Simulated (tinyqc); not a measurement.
Memristor with linear dopant drift, Biolek window: one step of the calculation.

A film of thickness D has a doped share x: R = Ron x + Roff (1 - x), i = v/R, dx/dt = k i F with k = mv Ron/D^2 and F = 1 - x^(2 p) for i >= 0 and 1 - (x - 1)^(2 p) for i < 0. The drive is v = V0 sin(2 pi f t). The model has no threshold and no heating.

Question. Rate constant, charge and flux scales. k = mv Ron/D^2; R0 = R(x0); without a window the film fills (x = 1) after the charge (1 - x0)/k and the flux (R0^2 - Ron^2)/(2 k (Roff - Ron)); half a period supplies the flux V0/(pi f).

Values chosen for this exercise: resistance of the fully doped film Ron = 50 ohm; resistance of the undoped film Roff = 16000 ohm; film thickness D = 8 nm; dopant mobility mv = 1.4e-14 m^2/(V s); doped share at t = 0 x0 = 0.44; amplitude V0 = 0.5 V; frequency f = 1.3 Hz.

Give: k; R0; charge to fill; flux to fill; flux of half a period.

Answer.

k = 10938 1/C
R0 = 8982.0 ohm
charge to fill = 51.200 uC
flux to fill = 0.23122 V s
flux of half a period = 0.12243 V s

Half a period supplies 52.9 % of the flux to fill.

Program tinyqc, `OMP_NUM_THREADS=1 python tinyqc.py 2880113 2880114 out.jsonl`; Intel Xeon 2.30GHz, shared host, one thread, about 0.3 s.
